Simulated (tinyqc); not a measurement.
Inside a calculation. Model: MOSFET in the linear regime without short-channel effects, parameter extraction from computed curves.

Program tinyqc, `OMP_NUM_THREADS=1 python tinyqc.py 2210140 2210141 out.jsonl`; Intel Xeon 2.30GHz, shared host, one thread, about 0.01 s. Printed values are rounded.

Inversion charge Q = Cox n Vt W0(exp((Vg - VT)/(n Vt))), W0 the Lambert function and n = nf; u = Q/Cox; mobility mu = mu0/(1 + th1 u + th2 u^2); channel resistance Rch = (L - dL)/(W mu Q); Id = Vd/(Rch + Rsd/W). Cox = eps0 eox/tox. Small Vd, no channel-length or drain effects.

Parameters, values chosen for the exercise; channel values of the order met in silicon transistors: temperature T = 300 K; relative permittivity of the gate insulator (close to silicon dioxide) eox = 3.9; insulator thickness tox = 1.6 nm; low-field mobility mu0 = 410 cm^2/(V s); first mobility attenuation factor th1 = 0.31 1/V; second mobility attenuation factor th2 = 0 1/V^2; threshold voltage VT = 0.23 V; body factor nf = 1.07; gate width W = 10 um; drawn gate length L = 0.057 um; drawn less effective length dL = 0.011 um; source plus drain resistance Rsd = 190 ohm um; drain voltage Vd = 0.01 V.

Constants: q = 1.602176634e-19 C, kB = 1.380649e-23 J/K, Vt = kB T/q, eps0 = 8.8541878128e-14 F/cm where lengths are in cm. Results are converted to the units shown.

## Transfer curve

Vg, point 0 to 8 (V): -0.07  0.08  0.23  0.38  0.53  0.68  0.83  0.98  1.13

u, mu, Rch and Id as defined.

```
point       u (V)  mu (cm^2/(V s))  Rch (ohm)     Id (uA)
0      5.39258e-7          410.000  9.64016e6  0.00103732
1      1.21600e-4          409.985    42752.8    0.233799
2       0.0156881          408.016    332.979     28.4108
3        0.111452          396.308    48.2552     148.687
4        0.240210          381.585    23.2531     236.669
5        0.377692          367.027    15.3755     290.905
6        0.518905          353.186    11.6298     326.479
7        0.662161          340.173    9.46239     351.341
8        0.806700          327.980    8.05574     369.607
```

## Threshold and mobility at the peak transconductance

gm_i = (Id_(i+1) - Id_(i-1))/(Vg_(i+1) - Vg_(i-1)); at the point j of largest gm the tangent meets the axis at V_ext = Vg_j - Id_j/gm_j; field-effect mobility gm_j L/(W Cox Vd) with the drawn L.

gm, point 1 to 7 (uS): 94.6992  494.846  694.194  474.058  299.368  201.453  143.760
j = 3
V_ext = 0.165813 V
field-effect mobility = 183.342 cm^2/(V s)

V_ext is 64 mV below the model VT, and the mobility so found is 64 % below mu0 L/(L - dL) = 508 cm^2/(V s), the value for the drawn L; attenuation, series resistance and the slow approach of Q to a straight line all lower the peak gm.

## The Y function

Y_i = Id_i/sqrt(gm_i). For Id = beta Vd x/(1 + th x), x = Vg - VT, Y = sqrt(beta Vd) x whatever th. Slope s from points 4 and 7; VT_Y = Vg - Y/s at point 7; beta = s^2/Vd; mobility beta L/(W Cox) with the drawn L; th* = (beta Vd x/Id - 1)/x at point 7.

Y, point 1 to 7 (uA^0.5 V^0.5): 0.0240253  1.27717  5.64331  10.8699  16.8131  23.0022  29.3028
s = 40.9620 uA^0.5 V^-0.5
VT_Y = 0.264635 V
beta = 1.67789e5 uA/V^2
mobility from Y = 443.143 cm^2/(V s)
th* = 3.37778 1/V

The mobility from Y is 13 % below mu0 L/(L - dL) = 508 cm^2/(V s), which it should reach in deep inversion when th2 = 0. th* compares with th1 + mu0 Cox Rsd/(L - dL) = 3.96 1/V, since series resistance enters like th1. The match is poor here: at these overdrives Q is not yet a straight line in Vg.
